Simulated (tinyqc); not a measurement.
Comparisons within one model: band gaps under pressure and temperature from deformation potentials. A value that a table varies takes the place of the one given here.

Murnaghan: V/V0 = (1 + Bp P/B0)^(-1/Bp), B0 = (C11 + 2 C12)/3. Each gap moves by a ln(V/V0) with its volume potential a, and falls with temperature by aV T^2/(T + bV) (Varshni); the two effects are added. No change of phase is considered.

Constants: hc = 1239.841984 eV nm.

Values chosen for the exercise (near those of GaSb, the X and L potentials typical of such crystals; not measured data): Eg = 0.825 eV (gap at Gamma to the s-like level at 0 K, 0 GPa); EgX = 1.15 eV (gap to X at 0 K, 0 GPa); EgL = 0.881 eV (gap to L at 0 K, 0 GPa); C11 = 89 GPa; C12 = 40 GPa; Bp = 4.24 (pressure derivative of the bulk modulus); aG = -8.38 eV (volume potential of the Gamma gap); aX = 1.4 eV (volume potential of the X gap); aL = -3 eV (volume potential of the L gap); aV = (0.41, 0.477, 0.587) meV/K (Varshni alpha of Gamma, X, L); bV = (134, 99, 141) K (Varshni beta of Gamma, X, L); T = 300 K (temperature); P = 0.9 GPa (pressure).

## Gaps against pressure

The last column is the linear form E0 + c1 P for Gamma, c1 = -aG/B0.

Gaps (eV):

| P (GPa) | ln(V/V0) | Gamma | X | L | lowest | Gamma, linear |
|---|---|---|---|---|---|---|
| 0.00 | 0.0000 | 0.740 | 1.042 | 0.761 | Gamma | 0.740 |
| 1.00 | -0.0171 | 0.883 | 1.018 | 0.813 | L | 0.889 |
| 2.00 | -0.0331 | 1.017 | 0.996 | 0.860 | L | 1.037 |
| 3.00 | -0.0480 | 1.142 | 0.975 | 0.905 | L | 1.186 |
| 4.00 | -0.0621 | 1.260 | 0.956 | 0.947 | L | 1.335 |
| 5.00 | -0.0753 | 1.371 | 0.937 | 0.987 | X | 1.484 |
| 6.00 | -0.0879 | 1.477 | 0.919 | 1.025 | X | 1.633 |
| 7.00 | -0.0998 | 1.576 | 0.903 | 1.061 | X | 1.781 |
| 8.00 | -0.1112 | 1.672 | 0.887 | 1.095 | X | 1.930 |

What does this show, and why?

Over 8 GPa Gamma moves by +0.932, L by +0.333 and X by -0.156 eV. The lowest valley changes: Gamma to L between 0.00 and 1.00 GPa, L to X between 4.00 and 5.00 GPa, and the fundamental gap peaks at 0.947 eV on these points. The linear form overshoots by 259 meV at the end, because the crystal stiffens; the gap is linear in ln V, not in P. Rows above about 7 GPa lie beyond the phase change of the real crystal.

## Gaps against temperature

At the pressure P; wavelength hc/E of the lowest gap.

Gaps (eV):

| T (K) | Gamma | X | L | lowest | wavelength (nm) |
|---|---|---|---|---|---|
| 0 | 0.9545 | 1.1284 | 0.9274 | L | 1336.9 |
| 50 | 0.9490 | 1.1204 | 0.9197 | L | 1348.1 |
| 100 | 0.9370 | 1.1044 | 0.9030 | L | 1373.0 |
| 200 | 0.9054 | 1.0645 | 0.8585 | L | 1444.2 |
| 300 | 0.8695 | 1.0208 | 0.8076 | L | 1535.3 |
| 400 | 0.8317 | 0.9754 | 0.7538 | L | 1644.9 |
| 500 | 0.7929 | 0.9293 | 0.6984 | L | 1775.2 |
| 600 | 0.7535 | 0.8827 | 0.6422 | L | 1930.6 |

How do the results move?

From 0 to 100 K the Gamma gap falls by 17.5 meV, from 500 to 600 K by 39.4 meV: quadratic below bV, linear with a slope tending to aV = 0.41 meV/K above. L stays lowest. A pressure of 0.57 GPa, with the slope -aG/B0 at zero pressure, would undo the fall of the Gamma gap from 0 to 300 K.

## What each parameter does

Gaps at P and T. Each row changes one parameter from the base and keeps the others.

Results:

| case | Gamma (eV) | X (eV) | L (eV) |
|---|---|---|---|
| base | 0.8695 | 1.0208 | 0.8076 |
| T = 350 K | 0.8508 | 0.9982 | 0.7809 |
| C11 = 80.1 GPa | 0.8765 | 1.0196 | 0.8101 |
| C12 = 36 GPa | 0.8757 | 1.0197 | 0.8098 |
| Bp = 3.816 | 0.8699 | 1.0207 | 0.8077 |
| aG = -7.542 eV | 0.8566 | 1.0208 | 0.8076 |
| aX = 1.26 eV | 0.8695 | 1.0229 | 0.8076 |
| aL = -3.3 eV | 0.8695 | 1.0208 | 0.8122 |
| P = 0.81 GPa | 0.8569 | 1.0229 | 0.8031 |

What does this show?

The largest shifts from the base row, up to three for each result and ties (the steps differ in size, so this ranks the rows, not the parameters). Gamma (eV): T -0.0187, aG -0.0130, P -0.0126; unchanged at the printed digits by aX and aL. X (eV): T -0.0225, aX +0.0022, P +0.0021; unchanged at the printed digits by aG and aL. L (eV): T -0.0267, aL +0.0046, P -0.0045; unchanged at the printed digits by aG and aX.

(tinyqc, `OMP_NUM_THREADS=1 python tinyqc.py 1080597 1080598 out.jsonl`, Intel(R) Xeon(R) Processor @ 2.30GHz, 1 thread, shared host, about 0.01 s.)
